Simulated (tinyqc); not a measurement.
Hall effect and magnetoresistance of several carrier groups with constant relaxation times: one step, computed by the program tinyqc. Command: `OMP_NUM_THREADS=1 python tinyqc.py 3029533 3029534 out.jsonl hall2 walk`. One thread of a shared host (Intel(R) Xeon(R) Processor @ 2.30GHz), about 0.01 s of CPU time with the checks.

Group 1 has charge -e and group 2 charge -e; s_i is that sign. B lies along z; mu B is formed with mu in m^2/(V s).

Question. Conductivity of each group. sigma_xx = sum n_i e mu_i/(1 + mu_i^2 B^2); sigma_xy = sum s_i n_i e mu_i^2 B/(1 + mu_i^2 B^2).

Inputs (values chosen for the exercise, for a model conductor):
```
quantity,value,unit
density n1,9.6e+12,1/cm^2
mobility mu1,5100,cm^2/(V s)
density n2,7e+12,1/cm^2
mobility mu2,3300,cm^2/(V s)
magnetic field B,0.19,T
```

Carriers: two electron groups. Densities: per area (a thin layer).

Constants: e = 1.602176634e-19 C.

Give: Parts (S); sigma_xx; sigma_xy; sigma at B = 0.

Answer.

Parts (S):
```
group,mu B,sigma_xx,sigma_xy
group 1,0.0969,0.007771,-7.530e-04
group 2,0.0627,0.003687,-2.311e-04
```

sigma_xx = 0.01146 S

sigma_xy = -9.842e-04 S

sigma at B = 0 = 0.01155 S
